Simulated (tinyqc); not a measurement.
Changing the layers in the well N: surface segregation during layer-by-layer epitaxy: two-layer exchange kinetics and the shape of quantum wells and delta layers. Computed by tinyqc, a small Python program. Command: `OMP_NUM_THREADS=1 python tinyqc.py 3009167 3009168 out.jsonl mbeseg sweep`. One thread of a shared host (Intel(R) Xeon(R) Processor @ 2.30GHz), about 0.01 s of CPU time with the checks.

Atoms A and B exchange only between the growing layer and the one below it. B is supplied for N layers, then pure A follows.

Inputs (values chosen for the exercise, close to those used for antimony in silicon):
```
quantity                                   value      unit
barrier E1 for B to move up                 1.82        eV
segregation energy E_s                      0.63        eV
attempt frequency nu                          10       THz
growth rate G                               0.69  layers/s
share x0 of B in the flux during the well    0.1         -
layer thickness                             1.36  angstrom
temperature T                                270         C
```

Constants: k_B = 8.617333262e-05 eV/K.

Method:
- p1 = nu exp(-E1/(k_B T)) (B up, A down), p2 = nu exp(-(E1 + E_s)/(k_B T)) (B down); time per layer tau = 1/G; K = p1/p2.
- Temperatures in kelvin are T(C) + 273.15.
- Dilute equilibrium share passed up per layer R_eq = K/(1 + K).
- Each layer is deposited complete with B share x_dep and then exchanges for the time tau = 1/G with the layer below, whose share is b (total c = s + b fixed): ds/dt = p1 b (1 - s) - p2 s (1 - b), s(0) = x_dep. With the roots s1 < s2 of the right side, (s - s1)/(s - s2) = [(s(0) - s1)/(s(0) - s2)] exp(-(p1 - p2)(s2 - s1) tau). The lower layer is then buried with c - s, and s becomes the b of the next layer.
- In the dilute tail each layer passes up the share R = R_eq (1 - exp(-(p1 + p2) tau)); decay length = -layer thickness/ln R.
- Index 0 is the last layer of pure A below the well. Share of B outside the intended layers 1..N = 1 - (sum over 1..N)/(N x0).

One run for each value:
```
layers in the well N  peak share (largest buried share)  share of B outside the well
1                                               0.09998                   1.8780e-04
2                                               0.10000                   9.3916e-05
3                                               0.10000                   6.2611e-05
4                                               0.10000                   4.6958e-05
6                                               0.10000                   3.1305e-05
8                                               0.10000                   2.3479e-05
12                                              0.10000                   1.5653e-05
16                                              0.10000                   1.1740e-05
24                                              0.10000                   7.8264e-06
```

Over the rows, peak share (largest buried share) rises from 0.1000 to 0.100, flat over part of the range; share of B outside the well falls from 1.88e-4 to 7.83e-6 (exponent d ln y / d ln x about -1.00 throughout). In the dilute limit the share approaches x0 roughly as 1 - R^n.

Caution (all rows): two-layer exchange with complete layers is a simplification that can understate segregation at low temperature; desorption, step-edge exchange and surfactants are left out.

Extremes, crossings and ranges named in words are read from the listed rows.
